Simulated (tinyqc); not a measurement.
The sixth-power law: interface roughness in a thin film (subband fluctuation and scattering).

Square well of width t, barriers V0, c = hbar^2/2m0: E1 solves k t + 2 atan[(k/mz)/(kappa/mb)] = pi, k = sqrt(mz E/c), kappa = sqrt(mb (V0 - E)/c). One interface is rough, so the subband edge fluctuates by G dt with G = |dE1/dt| (central difference of 0.01 angstrom; 2 E1/t for hard walls).

Gaussian roughness spectrum S(q) = pi D^2 Lc^2 exp(-q^2 Lc^2/4). Degenerate gas, taken to fill one subband (the second starts to fill once c kF^2/md exceeds E2 - E1, which is not tested here): kF = sqrt(2 pi Ns/gv), q = 2 kF sin(theta/2), 1/tau = (md/(2 pi c hbar)) G^2 times the integral from 0 to pi of S(q)(1 - cos theta)/eps(q)^2 dtheta, eps(q) = 1 + qs/q with screening (qs = gv md q0/(c eps), q0 = e^2/(4 pi eps0), form factors left out, which overstates the screening; other scattering is left out too, so these values lie far above measured mobilities in all but the thinnest films) or 1 without; mobility = tau c2/md with c2 = e/m0 = 1.75882e15 cm^2/(V s^2); 1e12/cm^2 = 1e-4/angstrom^2.

Constants: hbar^2/2m0 = 3.80998211 eV angstrom^2; hbar = 6.58211957e-16 eV s; e^2/(4 pi eps0) = 14.39964547 eV angstrom.

Inputs chosen for the exercise (near those of a thin Si channel on (100), two-fold valleys; not measured data): mz = 0.891 m0 (confinement mass); V0 = 3.16 eV (barrier); mb = 0.47 m0 (barrier mass); md = 0.186 m0 (mass in the plane); gv = 2 (valleys); D = 3.5 angstrom (rms height of the roughness); Lc = 34 angstrom (correlation length); Ns = 4.7 x 1e12/cm^2 (sheet density); eps = 7.5 (mean dielectric constant at the channel); ts = (11, 14, 17, 20, 25, 32, 42) angstrom (thicknesses).

Screened mobility against thickness for the finite barrier and for hard walls.

Results:

| t (angstrom) | E1 (meV) | G (meV/angstrom) | mobility (cm^2/(V s)) | the same, hard walls |
|---|---|---|---|---|
| 11 | 260.1 | 40.536 | 196 | 80.2 |
| 14 | 170.8 | 21.641 | 689 | 341 |
| 17 | 120.5 | 12.855 | 1.95e+03 | 1.09e+03 |
| 20 | 89.6 | 8.242 | 4.75e+03 | 2.90e+03 |
| 25 | 59.2 | 4.431 | 1.64e+04 | 1.11e+04 |
| 32 | 37.2 | 2.205 | 6.64e+04 | 4.86e+04 |
| 42 | 22.1 | 1.012 | 3.15e+05 | 2.49e+05 |

How do the results move, and what explains it?

With hard walls G goes as 1/t^3 and the mobility as t^6. With the finite barrier the local exponent is 5.20 at the thin end and 5.73 at the thick end, since the envelope leaks out and softens the dependence. The roughness limit falls below 500 cm^2/(V s) between 14 and 11 angstrom. The gate field, which also presses carriers to the interface, is left out. Below about 20 angstrom the effective-mass picture is itself doubtful. Up to t = 25 angstrom G D exceeds half of EF - E1, where the Born rate fails.

tinyqc: `OMP_NUM_THREADS=1 python tinyqc.py 1250589 1250590 out.jsonl`; about 0.01 s, one thread, shared Intel(R) Xeon(R) Processor @ 2.30GHz.
